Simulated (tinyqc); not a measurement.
Transparency density and B against temperature: optical gain and spontaneous emission in a bulk direct-gap semiconductor.

Parabolic bands, vertical transitions, no excitons. For each hole band j: mr = me mj/(me + mj); joint density of states J_j(E) = (mr/c)^(3/2) sqrt(E - Eg)/(2 pi^2), both spins, c = hbar^2/2m0; averaged matrix element |e.p|^2 = m0 Ep/6; alpha_j(E) = 4 pi^2 alpha_f c Ep J_j/(3 nr E) in 1/angstrom (alpha_f the fine-structure constant, listed as alpha among the constants), times 1e8 for 1/cm.

F_j(eta) = (1/Gamma(j + 1)) integral_0^infinity x^j dx/(1 + exp(x - eta)), which tends to exp(eta) for eta << 0.

Quasi-Fermi levels: n = Nc F_1/2(Fc/kT) and p = Nv F_1/2(Fv/kT), Fc counted up from the conduction edge and Fv down from the valence edge; Nc, Nv from N = 2 (m kB T/(4 pi c))^(3/2) with c = hbar^2/2m0, in 1/angstrom^3; times 1e24 for 1/cm^3, with me and (mhh^(3/2) + mlh^(3/2))^(2/3).

For band j the electron sits at Ee = (E - Eg) mr/me above its edge and the hole at Eh = (E - Eg) mr/mj; fe = 1/(1 + exp((Ee - Fc)/kT)), fh = 1/(1 + exp((Eh - Fv)/kT)); gain g = sum_j alpha_j (fe + fh - 1).

Spontaneous rate: R = integral of (nr E/(hbar c))^2/(pi^2 hbar) sum_j alpha_j fe fh dE, with alpha in 1/cm and (nr E/(hbar c))^2 in 1/cm^2 (1e16 per 1/angstrom^2); B = R/(n p); lifetime n/R.

Constants: hbar^2/2m0 = 3.80998211 eV angstrom^2; fine-structure constant alpha = 0.007297352564; kB = 8.617333262e-05 eV/K; hbar = 6.58211957e-16 eV s; hbar c = 1973.269805 eV angstrom.

Inputs chosen for the exercise (near those of GaN; not measured data):
```
symbol  value   unit  meaning
Eg      3.402   eV    direct gap
me      0.1991  m0    electron mass
mhh     1.387   m0    heavy-hole mass
mlh     0.2932  m0    light-hole mass
Ep      16.9    eV    Kane energy
nr      2.57          refractive index
```

Eg is held fixed; B is taken at n = 1e15 1/cm^3.

Results:
```
T (K)  transparency density (1/cm^3)  Fc/kT there  B (cm^3/s)
100                         1.18e+18        1.946    3.17e-10
150                         2.16e+18        1.946    1.73e-10
200                         3.33e+18        1.946    1.12e-10
250                         4.66e+18        1.946    8.05e-11
300                         6.12e+18        1.946    6.14e-11
350                         7.71e+18        1.946    4.88e-11
400                         9.42e+18        1.946    4.00e-11
500                         1.32e+19        1.946    2.87e-11
```

What can be read from this table?

Fc/kT at transparency stays at 1.946, since it depends on Nv/Nc alone, so the density goes as T^1.50. B goes as T^-1.49, against T^-1.5 for non-degenerate carriers: hot carriers spread over k and fewer pairs share a wave vector.

(tinyqc, `OMP_NUM_THREADS=1 python tinyqc.py 1681517 1681518 out.jsonl`, Intel(R) Xeon(R) Processor @ 2.30GHz, 1 thread, shared host, about 0.08 s.)
